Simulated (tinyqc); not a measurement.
CCSD on RHF in the sto-6g basis, frozen core, for BeH2, spin multiplicity 1, step by step. Computed by tinyqc, a small Python program that keeps every step (integrals from PySCF). Settings: charge = 0, multiplicity = 1, basis = sto-6g, method = RHF, frozen orbitals = 1, energy threshold = 1e-10, iteration cap = 72, orthogonalisation = symmetric, start = atomic densities, DIIS depth = 6, amplitude equations = CCSD, DIIS depth for amplitudes = 6, cap on updates = 78. Command: `OMP_NUM_THREADS=1 python tinyqc.py 30936 30937 out.jsonl` (the two numbers bound the seeds that draw the settings). One thread of a shared host (Intel(R) Xeon(R) Processor @ 2.60GHz), about 0.3 s of CPU time with the checks. The early iterations of the SCF are left out here.

## One-electron integrals

Geometry (angstrom):
```
atom        x         y        z
Be    0.00000   0.00000  0.00000
H     0.00000   1.60900  0.00000
H     0.00000  -1.60900  0.00000
```

Basis sto-6g: exponents (1/bohr^2) and contraction coefficients of normalised primitives:
```
element  l (shell)   exponent  coefficient
Be           s (1)  312.87049      0.00916
Be           s (1)   57.36446      0.04936
Be           s (1)   16.04851      0.16854
Be           s (1)    5.51310      0.37056
Be           s (1)    2.14090      0.41649
Be           s (1)    0.88174      0.13033
Be           s (2)   13.63325     -0.01325
Be           s (2)    2.69838     -0.04699
Be           s (2)    0.83865     -0.03379
Be           s (2)    0.32266      0.25024
Be           s (2)    0.14013      0.59512
Be           s (2)    0.06423      0.24071
Be           p (3)   13.63325      0.00376
Be           p (3)    2.69838      0.03768
Be           p (3)    0.83865      0.17390
Be           p (3)    0.32266      0.41804
Be           p (3)    0.14013      0.42586
Be           p (3)    0.06423      0.10171
H            s (1)   35.52322      0.00916
H            s (1)    6.51314      0.04936
H            s (1)    1.82214      0.16854
H            s (1)    0.62596      0.37056
H            s (1)    0.24308      0.41649
H            s (1)    0.10011      0.13033
```

Overlap, kinetic and nuclear-attraction integrals over the contracted functions; the nuclear repulsion is the sum of Za Zb / Rab.

nuclear repulsion = 2.7955291 hartree

overlap S, lower triangle:
```
          1Be 1s   1Be 2s  1Be 2px   1Be 2py  1Be 2pz    2H 1s    3H 1s
1Be 1s   1.00000
1Be 2s   0.25476  1.00000
1Be 2px  0.00000  0.00000  1.00000
1Be 2py  0.00000  0.00000  0.00000   1.00000
1Be 2pz  0.00000  0.00000  0.00000   0.00000  1.00000
2H 1s    0.03957  0.35763  0.00000   0.44033  0.00000  1.00000
3H 1s    0.03957  0.35763  0.00000  -0.44033  0.00000  0.01458  1.00000
```

kinetic energy T (hartree), lower triangle:
```
           1Be 1s   1Be 2s  1Be 2px   1Be 2py  1Be 2pz     2H 1s    3H 1s
1Be 1s    6.76875
1Be 2s   -0.20738  0.22012
1Be 2px   0.00000  0.00000  0.66127
1Be 2py   0.00000  0.00000  0.00000   0.66127
1Be 2pz   0.00000  0.00000  0.00000   0.00000  0.66127
2H 1s    -0.01180  0.03441  0.00000   0.11575  0.00000   0.76852
3H 1s    -0.01180  0.03441  0.00000  -0.11575  0.00000  -0.00421  0.76852
```

nuclear attraction V (hartree), lower triangle:
```
            1Be 1s    1Be 2s   1Be 2px   1Be 2py   1Be 2pz     2H 1s     3H 1s
1Be 1s   -15.37256
1Be 2s    -1.81831  -2.93810
1Be 2px    0.00000   0.00000  -2.87991
1Be 2py    0.00000   0.00000   0.00000  -3.05418
1Be 2pz    0.00000   0.00000   0.00000   0.00000  -2.87991
2H 1s     -0.30580  -0.95513   0.00000  -1.15116   0.00000  -2.71622
3H 1s     -0.30580  -0.95513   0.00000   1.15116   0.00000  -0.04389  -2.71622
```

core Hamiltonian H = T + V (hartree), lower triangle:
```
           1Be 1s    1Be 2s   1Be 2px   1Be 2py   1Be 2pz     2H 1s     3H 1s
1Be 1s   -8.60381
1Be 2s   -2.02569  -2.71798
1Be 2px   0.00000   0.00000  -2.21865
1Be 2py   0.00000   0.00000   0.00000  -2.39292
1Be 2pz   0.00000   0.00000   0.00000   0.00000  -2.21865
2H 1s    -0.31760  -0.92071   0.00000  -1.03541   0.00000  -1.94769
3H 1s    -0.31760  -0.92071   0.00000   1.03541   0.00000  -0.04810  -1.94769
```

## Two-electron integrals

Functions are numbered as in S; the eight-fold symmetry (ij|kl) = (ji|kl) = (kl|ij) leaves the list below.

Two-electron integrals (ij|kl) in chemists' order, unique and non-zero (hartree):
```
(11|11) 2.30000    (21|11) 0.36188    (21|21) 0.07193    (22|11) 0.57033
(22|21) 0.13965    (22|22) 0.41777    (31|31) 0.01525    (32|31) 0.02255
(32|32) 0.09234    (33|11) 0.57033    (33|21) 0.13965    (33|22) 0.41777
(33|33) 0.45012    (41|41) 0.01525    (42|41) 0.02255    (42|42) 0.09234
(43|43) 0.02426    (44|11) 0.57033    (44|21) 0.13965    (44|22) 0.41777
(44|33) 0.40160    (44|44) 0.45012    (51|51) 0.01525    (52|51) 0.02255
(52|52) 0.09234    (53|53) 0.02426    (54|54) 0.02426    (55|11) 0.57033
(55|21) 0.13965    (55|22) 0.41777    (55|33) 0.40160    (55|44) 0.40160
(55|55) 0.45012    (61|11) 0.05738    (61|21) 0.01109    (61|22) 0.02152
(61|33) 0.02135    (61|41) 0.00110    (61|42) 0.00216    (61|44) 0.02188
(61|55) 0.02135    (61|61) 0.00181    (62|11) 0.15776    (62|21) 0.03936
(62|22) 0.13064    (62|33) 0.12550    (62|41) 0.00544    (62|42) 0.03371
(62|44) 0.14093    (62|55) 0.12550    (62|61) 0.00675    (62|62) 0.06429
(63|31) 0.00352    (63|32) 0.01667    (63|43) 0.00562    (63|63) 0.00540
(64|11) 0.17667    (64|21) 0.04458    (64|22) 0.15432    (64|33) 0.14529
(64|41) 0.00872    (64|42) 0.05234    (64|44) 0.17237    (64|55) 0.14529
(64|61) 0.00798    (64|62) 0.08596    (64|64) 0.11789    (65|51) 0.00352
(65|52) 0.01667    (65|54) 0.00562    (65|65) 0.00540    (66|11) 0.32788
(66|21) 0.08336    (66|22) 0.30995    (66|33) 0.28814    (66|41) 0.01267
(66|42) 0.10345    (66|44) 0.35355    (66|55) 0.28814    (66|61) 0.01468
(66|62) 0.19943    (66|64) 0.28168    (66|66) 0.77500    (71|11) 0.05738
(71|21) 0.01109    (71|22) 0.02152    (71|33) 0.02135    (71|41) -0.00110
(71|42) -0.00216   (71|44) 0.02188    (71|55) 0.02135    (71|61) 0.00164
(71|62) 0.00557    (71|64) 0.00610    (71|66) 0.01172    (71|71) 0.00181
(72|11) 0.15776    (72|21) 0.03936    (72|22) 0.13064    (72|33) 0.12550
(72|41) -0.00544   (72|42) -0.03371   (72|44) 0.14093    (72|55) 0.12550
(72|61) 0.00557    (72|62) 0.03144    (72|64) 0.03433    (72|66) 0.07122
(72|71) 0.00675    (72|72) 0.06429    (73|31) 0.00352    (73|32) 0.01667
(73|43) -0.00562   (73|63) 0.00199    (73|73) 0.00540    (74|11) -0.17667
(74|21) -0.04458   (74|22) -0.15432   (74|33) -0.14529   (74|41) 0.00872
(74|42) 0.05234    (74|44) -0.17237   (74|55) -0.14529   (74|61) -0.00610
(74|62) -0.03433   (74|64) -0.03651   (74|66) -0.07740   (74|71) -0.00798
(74|72) -0.08596   (74|74) 0.11789    (75|51) 0.00352    (75|52) 0.01667
(75|54) -0.00562   (75|65) 0.00199    (75|75) 0.00540    (76|11) 0.00801
(76|21) 0.00195    (76|22) 0.00593    (76|33) 0.00581    (76|44) 0.00617
(76|55) 0.00581    (76|61) 0.00030    (76|62) 0.00198    (76|64) 0.00241
(76|66) 0.00508    (76|71) 0.00030    (76|72) 0.00198    (76|74) -0.00241
(76|76) 0.00009    (77|11) 0.32788    (77|21) 0.08336    (77|22) 0.30995
(77|33) 0.28814    (77|41) -0.01267   (77|42) -0.10345   (77|44) 0.35355
(77|55) 0.28814    (77|61) 0.01172    (77|62) 0.07122    (77|64) 0.07740
(77|66) 0.16444    (77|71) 0.01468    (77|72) 0.19943    (77|74) -0.28168
(77|76) 0.00508    (77|77) 0.77500
```

## Orthogonalisation

S = U s U^T; symmetric (Loewdin) form X = U s^(-1/2) U^T, so that X^T S X = 1.

eigenvalues of S: 0.36994  0.46057  0.95808  1.00000  1.00000  1.59593  1.61548

X, lower triangle:
```
           1Be 1s    1Be 2s  1Be 2px   1Be 2py  1Be 2pz     2H 1s    3H 1s
1Be 1s    1.02729
1Be 2s   -0.14631   1.14914
1Be 2px   0.00000   0.00000  1.00000
1Be 2py   0.00000   0.00000  0.00000   1.21043
1Be 2pz   0.00000   0.00000  0.00000   0.00000  1.00000
2H 1s     0.01937  -0.21717  0.00000  -0.30310  0.00000   1.16538
3H 1s     0.01937  -0.21717  0.00000   0.30310  0.00000  -0.05508  1.16538
```

## Iteration 7 (converged): orbitals

converged F (hartree), lower triangle:
```
           1Be 1s    1Be 2s  1Be 2px   1Be 2py  1Be 2pz     2H 1s     3H 1s
1Be 1s   -4.60423
1Be 2s   -1.25028  -0.55919
1Be 2px   0.00000   0.00000  0.20989
1Be 2py   0.00000   0.00000  0.00000  -0.13521
1Be 2pz   0.00000   0.00000  0.00000   0.00000  0.20989
2H 1s    -0.19832  -0.32467  0.00000  -0.29591  0.00000  -0.22599
3H 1s    -0.19832  -0.32467  0.00000   0.29591  0.00000  -0.01247  -0.22599
```

Diagonalise F' = X^T F X, C = X C', fill 3 alpha and 3 beta electrons from the bottom; D = 2 C_occ C_occ^T. Each column has its largest component positive (the first on a tie).

F' = X^T F X (hartree), lower triangle:
```
          1         2        3         4        5         6        7
1  -4.50735
2  -0.66014  -0.14017
3   0.00000   0.00000  0.20989
4   0.00000   0.00000  0.00000   0.19690
5   0.00000   0.00000  0.00000   0.00000  0.20989
6  -0.00293  -0.26844  0.00000  -0.36291  0.00000   0.03095
7  -0.00293  -0.26844  0.00000   0.36291  0.00000  -0.06400  0.03095
```

orbital energies (hartree): MO1 -4.60573, MO2 -0.41236, MO3 -0.36983, MO4 0.20989, MO5 0.20989, MO6 0.33753, MO7 0.66169

coefficients C:
```
              MO1       MO2       MO3      MO4       MO5       MO6       MO7
1Be 1s    0.99479  -0.20071   0.00000  0.00000   0.00000  -0.21812   0.00000
1Be 2s    0.02056   0.60867   0.00000  0.00000   0.00000   1.03216   0.00000
1Be 2px   0.00000   0.00000   0.00000  0.97834  -0.20701   0.00000   0.00000
1Be 2py   0.00000   0.00000   0.49478  0.00000   0.00000   0.00000   1.18493
1Be 2pz   0.00000   0.00000   0.00000  0.20701   0.97834   0.00000   0.00000
2H 1s    -0.00253   0.39643   0.43622  0.00000   0.00000  -0.71187  -0.80395
3H 1s    -0.00253   0.39643  -0.43622  0.00000   0.00000  -0.71187   0.80395
```

D after iteration 7, lower triangle:
```
           1Be 1s   1Be 2s  1Be 2px   1Be 2py  1Be 2pz     2H 1s    3H 1s
1Be 1s    2.05981
1Be 2s   -0.20344  0.74180
1Be 2px   0.00000  0.00000  0.00000
1Be 2py   0.00000  0.00000  0.00000   0.48962
1Be 2pz   0.00000  0.00000  0.00000   0.00000  0.00000
2H 1s    -0.16416  0.48249  0.00000   0.43167  0.00000   0.69491
3H 1s    -0.16416  0.48249  0.00000  -0.43167  0.00000  -0.06625  0.69491
```

Within a degenerate level the vectors are fixed only up to a rotation; this is one choice.

## Convergence

Stop when the energy changes by less than 1e-10 hartree and every element of the error matrix X^T (F D S - S D F) X is below 3e-06.

Course of the cycle:
```
iteration  E (hartree)     change  largest element of the error matrix
1          -15.4283398          -                             2.45e-01
2          -15.6427634  -2.14e-01                             1.06e-01
3          -15.6627206  -2.00e-02                             1.73e-02
4          -15.6636837  -9.63e-04                             7.77e-04
5          -15.6636849  -1.20e-06                             1.29e-05
6          -15.6636849  -2.91e-10                             5.86e-07
7          -15.6636849  -4.16e-13                             2.48e-07
```

PySCF RHF in the same basis = -15.6636849 hartree

Converged in 7 iterations.

## Integrals over molecular orbitals

(pq|rs) = sum C_ip C_jq C_kr C_ls (ij|kl), one index at a time.

one-electron integrals over orbitals h = C^T H C (hartree), lower triangle:
```
          1         2         3         4         5         6         7
1  -8.59511
2   0.20671  -2.27350
3   0.00000   0.00000  -2.20267
4   0.00000   0.00000   0.00000  -2.21865
5   0.00000   0.00000   0.00000   0.00000  -2.21865
6   0.21237  -0.26061   0.00000   0.00000   0.00000  -1.90684
7   0.00000   0.00000  -0.31720   0.00000   0.00000   0.00000  -1.86992
```

Two-electron integrals over orbitals (pq|rs), unique and non-zero (hartree); the lowest 1 orbital is frozen and left out:
```
(22|22) 0.37028    (32|32) 0.15858    (33|22) 0.38189    (33|33) 0.40509
(42|42) 0.04661    (43|43) 0.01209    (44|22) 0.35036    (44|33) 0.33120
(44|44) 0.45012    (52|52) 0.04661    (53|53) 0.01209    (54|54) 0.02426
(55|22) 0.35036    (55|33) 0.33120    (55|44) 0.40160    (55|55) 0.45012
(62|22) -0.01384   (62|33) -0.04049   (62|44) 0.07041    (62|55) 0.07041
(62|62) 0.08488    (63|32) -0.09194   (63|63) 0.08768    (64|42) 0.04644
(64|64) 0.04963    (65|52) 0.04644    (65|65) 0.04963    (66|22) 0.37316
(66|33) 0.38378    (66|44) 0.35167    (66|55) 0.35167    (66|62) -0.02511
(66|66) 0.39023    (72|32) -0.03949   (72|63) 0.06356    (72|72) 0.05815
(73|22) 0.00079    (73|33) -0.01826   (73|44) 0.07203    (73|55) 0.07203
(73|62) 0.08050    (73|66) -0.01864   (73|73) 0.08848    (74|43) 0.01318
(74|74) 0.01703    (75|53) 0.01318    (75|75) 0.01703    (76|32) 0.13934
(76|63) -0.08999   (76|72) -0.04608   (76|76) 0.13508    (77|22) 0.39599
(77|33) 0.41140    (77|44) 0.37522    (77|55) 0.37522    (77|62) -0.01587
(77|66) 0.40638    (77|73) 0.00538    (77|77) 0.44800
```

## CCSD: starting amplitudes

t_ij^ab = <ij||ab> / (e_i + e_j - e_a - e_b), whose energy is MP2.

Starting amplitudes (spin orbitals 1a, 1b, ...; amplitudes related by a flip of all spins are not repeated):
```
from      to         t
3a 3b  6a 6b  -0.06197
2a 2b  6a 6b  -0.05660
2a 3b  6a 7b  -0.04519
3a 3b  7a 7b  -0.04289
2a 2b  5a 5b  -0.03745
2a 2b  4a 4b  -0.03745
2a 3b  6b 7a   0.03568
2a 2b  7a 7b  -0.02707
3a 3b  5a 5b  -0.01043
3a 3b  4a 4b  -0.01043
2a 3a  6a 7a  -0.00951
```

correlation energy = -0.0314832 hartree

## CCSD: amplitude update 1

t_i^a D_i^a and t_ij^ab D_ij^ab are set to the remaining terms of the spin-orbital equations, evaluated with the old amplitudes; for the doubles these are <ij||ab> + 1/2 <ab||ef> t_ij^ef + 1/2 <mn||ij> t_mn^ab + P(ij)P(ab) <mb||ej> t_im^ae + terms in t^2 + terms with t1, D the orbital-energy denominators.

Amplitudes after update 1 (spin orbitals 1a, 1b, ...; amplitudes related by a flip of all spins are not repeated):
```
from      to         t
3a 3b  6a 6b  -0.08823
2a 2b  6a 6b  -0.07480
2a 3b  6a 7b  -0.06346
3a 3b  7a 7b  -0.05577
2a 3b  6b 7a   0.05284
2a 2b  5a 5b  -0.04684
2a 2b  4a 4b  -0.04684
2a 2b  7a 7b  -0.03681
2a 3a  6a 7a  -0.01063
2a        6a   0.00654
3a 3b  5a 5b  -0.00587
3a 3b  4a 4b  -0.00587
3a        7a  -0.00065
```

correlation energy = -0.0429603 hartree

## CCSD: convergence

E_corr = 1/4 sum <ij||ab> t_ij^ab + 1/2 sum <ij||ab> t_i^a t_j^b; stop when the norm of the change is below 1e-8.

Course of the amplitude iterations:
```
update  correlation energy (hartree)  norm of the change
0                         -0.0314832                   -
1                         -0.0429603            1.05e-01
2                         -0.0473794            4.39e-02
3                         -0.0504008            1.92e-02
4                         -0.0503749            3.10e-03
5                         -0.0504011            8.83e-04
6                         -0.0503972            9.17e-05
7                         -0.0503968            2.87e-05
8                         -0.0503973            5.77e-06
9                         -0.0503973            1.08e-06
10                        -0.0503973            2.97e-07
11                        -0.0503973            2.59e-08
12                        -0.0503973            2.23e-09
```

Converged amplitudes (spin orbitals 1a, 1b, ...; amplitudes related by a flip of all spins are not repeated):
```
from      to         t
3a 3b  6a 6b  -0.11475
2a 2b  6a 6b  -0.08277
2a 3b  6a 7b  -0.07460
2a 3b  6b 7a   0.06310
3a 3b  7a 7b  -0.06177
2a 2b  5a 5b  -0.05344
2a 2b  4a 4b  -0.05344
2a 2b  7a 7b  -0.04349
2a        6a   0.01427
2a 3a  6a 7a  -0.01151
3a        7a  -0.00347
3a 3b  5a 5b   0.00325
3a 3b  4a 4b   0.00325
```

CCSD total energy = -15.7140822 hartree

T1 diagnostic, norm of the one-spin t1 over sqrt(correlated electrons) = 0.00734

Converged in 12 updates, with DIIS from the third.
